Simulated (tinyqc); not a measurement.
# Changing the compensation ratio C

Model: mobility of a non-polar semiconductor in the relaxation-time approximation. Computed by tinyqc, a small Python program. Command: `OMP_NUM_THREADS=1 python tinyqc.py 3031642 3031643 out.jsonl rta sweep`. One thread of a shared host (Intel(R) Xeon(R) Processor @ 2.30GHz), about 0.03 s of CPU time with the checks.

Each valley is treated as a sphere of mass m_d for states and rates, with one isotropic relaxation time; the conductivity mass m_c sets the current.

Inputs (values chosen for the exercise, modelled on holes in silicon):
```
quantity                                            value       unit
longitudinal mass m_l                               0.486        m_0
transverse mass m_t                                 0.486        m_0
equivalent valleys Z                                    1          -
static permittivity eps_s                            11.7          -
density rho                                          2329     kg/m^3
sound velocity v_l                                   8890        m/s
acoustic deformation potential D_A                    5.8         eV
phonon energy hbar w                                 63.9        meV
optical or intervalley deformation potential D_o      8.6  1e8 eV/cm
final valleys Z_f                                       1          -
carrier density n                                 6.1e+16     1/cm^3
temperature T                                          77          K
```

Band: parabolic. Impurity formula: Conwell-Weisskopf. Further scattering: none.

Constants: k_B = 8.617333262e-05 eV/K; m_0 = 9.1093837015e-31 kg; e = 1.602176634e-19 C; hbar = 1.054571817e-34 J s; eps_0 = 8.8541878128e-12 F/m; k_B = 1.380649e-23 J/K; hbar = 6.582119569e-16 eV s.

Method:
- m_d = (m_l m_t^2)^(1/3); 1/m_c = (1/m_l + 2/m_t)/3; Hall mass factor A = 3 K_m (K_m + 2)/(2 K_m + 1)^2, K_m = m_l/m_t; N_I = n (1 + C)/(1 - C).
- Parabolic band: E = hbar^2 k^2/(2 m), speed v = hbar k/m, states per spin, volume and energy g(E) = m k/(2 pi^2 hbar^2). Here m = m_d. Masses are multiplied by m_0 and all formulas are in SI units.
- The reduced Fermi level eta = E_F/(k_B T) solves n = 2 Z int g f dE with f = 1/(1 + exp(x - eta)) (Z = 1 unless valleys are given); screening length L_s = sqrt(eps_s eps_0 k_B T/(e^2 dn/deta)), dn/deta = 2 Z int g f (1 - f) dE.
- Integrals over x = E/(k_B T) use 160 Gauss-Legendre points in u = sqrt(x) from 0 to sqrt(max(eta, 0) + 32).
- Phonon occupation N_q = 1/(exp(hbar w/(k_B T)) - 1).
- Acoustic deformation potential (elastic, equipartition, absorption and emission together): 1/tau = 2 pi k_B T D_A^2 g(E)/(hbar rho v_l^2).
- Optical or intervalley deformation potential: 1/tau = (pi Z_f D_o^2/(rho w)) [N_q g(E + hbar w) + (N_q + 1) g(E - hbar w)], with g = 0 below the band edge.
- Each optical term is multiplied by (1 - f(E'))/(1 - f(E)), E' the final energy, for Pauli blocking.
- Singly charged impurities, momentum relaxation: 1/tau = N_I e^4 m (1 + 2 alpha E) Phi/(8 pi (eps_s eps_0)^2 hbar^3 k^3), with alpha = 0 for a parabolic band.
- Conwell-Weisskopf: Phi = ln(1 + y^2), y = 4 pi eps_s eps_0 E N_I^(-1/3)/e^2 (largest impact parameter N_I^(-1/3)/2).
- mu = (m_d/m_c) (2 Z e/(3 n k_B T)) int g v^2 tau f (1 - f) dE.
- Averages over x are split at the emission threshold x_0 = hbar w/(k_B T): 64 Gauss-Legendre points in sqrt(x) below it and 128 in sqrt(x - x_0) above it, up to x = max(eta, 0) + 32.
- Rates are added at each energy before the average. With <y> = int g v^2 y f (1 - f) dE: Hall factor r_H = A (3 n k_B T/(2 Z m_d)) <tau^2/(1 + 2 alpha E)>/<tau>^2 (alpha = 0 for a parabolic band); Hall mobility r_H mu; |S| = (k_B/e) (<x tau>/<tau> - eta); resistivity 1/(n e mu).

One run for each value; columns: (1) compensation ratio C; (2) drift mobility mu (cm^2/(V s)); (3) ionised impurity mobility (cm^2/(V s)); (4) Hall factor r_H; (5) Seebeck coefficient |S| (microvolt/K):
```
(1)      (2)     (3)     (4)     (5)
0.00  2061.0  2618.7  1.0828  502.54
0.10  1831.0  2255.7  1.0837  502.76
0.25  1521.1  1799.0  1.0825  502.37
0.40  1241.5  1416.6  1.0782  500.97
0.55   981.2  1084.0  1.0701  498.16
0.70   729.0   781.6  1.0575  492.97
0.80   557.3   585.9  1.0467  486.88
0.90   369.0   380.3  1.0376  475.57
```

What does the table show, and why?

Over the rows, drift mobility mu (cm^2/(V s)) falls from 2060 to 369; ionised impurity mobility (cm^2/(V s)) falls from 2620 to 380; Hall factor r_H goes from 1.08 through a maximum among these rows, 1.08 at 0.100, to 1.04. Compensation adds scatterers without adding carriers or screening: N_I/n grows from 1 to 19, and mu keeps 18 % of its first value.

Caution (all rows): n is taken as given; at low temperature (in diamond even at 300 K) real dopants can freeze out, which changes n and N_I.

Extremes, crossings and ranges named in words are read from the listed rows.
